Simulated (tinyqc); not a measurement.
Inside a calculation. Method: coherent transport through a tight-binding region between two chains. One step of it, computed by the program tinyqc.

Question. Transmission at E = -0.55 eV. Surface Green function g = (E - i sqrt(4 t^2 - E^2)) / (2 t^2); self-energy tc^2 g on each contact site; G = (E - H - Sigma)^(-1); Gamma = -2 Im Sigma; T = Gamma_L Gamma_R |G_LR|^2; local density of states -Im G_ii / pi.

H of the central region (eV), lower triangle:
```
           1          2          3
1  -0.590000
2  -1.130000  -0.710000
3   0.000000  -1.130000  -0.580000
```

Leads: semi-infinite chains with site energy 0:
```
parameter                           value
lead hopping t (eV)              2.960000
coupling to the left lead (eV)   1.300000
coupling to the right lead (eV)  0.360000
left contact site                       1
right contact site                      3
```

E = -0.550000 eV

Give: g; G; local density of states; transmission.

Answer.

g = -0.0314-0.3364i 1/eV

G (1/eV), lower triangle:
```
                 1                2               3
1   0.3247-1.5655i
2   0.0707-0.0344i  -0.0231-0.0327i
3  -0.3347+1.5703i   0.8176+0.0391i  0.2189-1.5759i
```

local density of states (1/eV): 0.4983  0.0104  0.5016

transmission = 0.2556
